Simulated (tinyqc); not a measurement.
# Inverter chain driving a load

N inverters, each f = Hc^(1/N) times larger than the one before: delay tau N (f + pp). Switched capacitance in units of the first input, with output capacitance pp times the input: Hc + (1 + pp)(Hc - 1)/(f - 1).

Inputs (values chosen for the exercise):
```
symbol,value,unit,meaning
Hc,27,,load over the input capacitance of the chain
pp,1,,parasitic delay of an inverter
tau,1.7,ps,delay unit
```

Result of one run:
```
f	delay (ps)	switched capacitance
1.933	24.93	82.72
```

Which number of stages N gave this result: 2, 3, 4, 5 or 6?

N = 5.

The whole series:
```
N	f	delay (ps)	switched capacitance
1	27.00	47.60	29.00
2	5.196	21.07	39.39
3	3.000	20.40	53.00
4	2.280	22.30	67.64
5	1.933	24.93	82.72
6	1.732	27.87	98.03
7	1.601	30.96	113.5
```

The delay goes from 47.6 through a minimum of 20.4 (at N = 3 among the rows listed) to 31.0 ps. The best stage effort solves pp + rho (1 - ln rho) = 0, rho = 3.59, which gives N = ln Hc/ln rho = 2.58. One stage fewer than the best costs 3.3 % in delay and saves 26 % of the switched capacitance.

Numbers from tinyqc (`OMP_NUM_THREADS=1 python tinyqc.py 2082081 2082082 out.jsonl`; about 0.01 s on one thread of a shared Intel Xeon 2.30GHz).
